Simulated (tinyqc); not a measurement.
Inputs raised by 2 %, one at a time: Deal-Grove kinetics of thermal oxidation of silicon. Computed by tinyqc, a small Python program. Command: `OMP_NUM_THREADS=1 python tinyqc.py 3025203 3025204 out.jsonl oxide sens`. One thread of a shared host (Intel(R) Xeon(R) Processor @ 2.30GHz), about 0.2 s of CPU time with the checks.

Oxidant diffuses through the oxide and reacts at the interface, so that dx/dt = B/(A + 2x) for the oxide thickness x.

Inputs (values chosen for the exercise, close to those used for silicon):
```
quantity,value,unit
prefactor B0,868,um^2/h
activation energy E_B,1.22,eV
prefactor (B/A)0,3.28e+06,um/h
activation energy E_A,1.99,eV
temperature T,975,C
oxidant pressure p,10,atm
pressure exponent m of B/A,0.7,-
initial oxide x_i,0.01,um
time t,0.39,h
"temperature of step 2, T2",850,C
"time of step 2, t2",0.45,h
```

Ambient: dry oxygen. Surface: (100). Extension: second step.

Constants: k_B = 8.617333262e-05 eV/K.

Method:
- B = B0 p exp(-E_B/(k_B T)), B/A = (B/A)0 p^m exp(-E_A/(k_B T)), p in atm; A = B/(B/A).
- Temperatures in kelvin are T(C) + 273.15.
- tau = (x_i^2 + A x_i)/B and x = (A/2) [sqrt(1 + 4 B (t + tau)/A^2) - 1], the root of x^2 + A x = B (t + tau).
- Silicon consumed is 0.44 times the oxide grown; the rate is B/(A + 2x).
- Step 2 starts from the thickness x of step 1, with B and A at T2: tau2 = (x^2 + A2 x)/B2 and x2 = (A2/2) [sqrt(1 + 4 B2 (t2 + tau2)/A2^2) - 1].

Runs:
```
input moved,from,to,final growth rate (um/h),length A (um),tau (h),thickness after both steps x2 (um)
base run,-,-,0.12774,0.67881,0.066942,0.071340
prefactor B0 (um^2/h),868,885.36,0.12811,0.69239,0.066923,0.071447
activation energy E_B (eV),1.22,1.2444,0.12326,0.54104,0.067189,0.069980
activation energy E_A (eV),1.99,2.0298,0.09529,0.98278,0.096482,0.054056
oxidant pressure p (atm),10,10.2,0.12941,0.68286,0.066014,0.072172
initial oxide x_i (um),0.01,0.0102,0.12769,0.67881,0.068300,0.071512
time t (h),0.39,0.3978,0.12743,0.67881,0.066942,0.072325
```

Exponents ln(y'/y) / ln(x'/x):
```
input,final growth rate,length A,tau,thickness after both steps x2
prefactor B0,0.144,1.000,-0.014,0.076
activation energy E_B,-1.803,-11.456,0.186,-0.972
activation energy E_A,-14.801,18.686,18.459,-14.010
oxidant pressure p,0.657,0.300,-0.704,0.586
initial oxide x_i,-0.022,0.000,1.015,0.121
time t,-0.125,0.000,0.000,0.693
```

To which inputs is each result most sensitive?

Among the inputs moved here: final growth rate answers most in size to activation energy E_A (exponent -14.801), next to activation energy E_B (-1.803). Length A answers most in size to activation energy E_A (exponent +18.686), next to activation energy E_B (-11.456); its exponent is below 0.0005 for initial oxide x_i, time t. Its exponent +1.000 in prefactor B0: A = B/(B/A). tau answers most in size to activation energy E_A (exponent +18.459), next to initial oxide x_i (+1.015); its exponent is below 0.0005 for time t. Thickness after both steps x2 answers most in size to activation energy E_A (exponent -14.010), next to activation energy E_B (-0.972).

Caution (all rows): dry oxides grow faster than Deal-Grove predicts below about 0.03 um, so a start from a thinner film underestimates the thickness (a common remedy is x_i = 0.025 um).
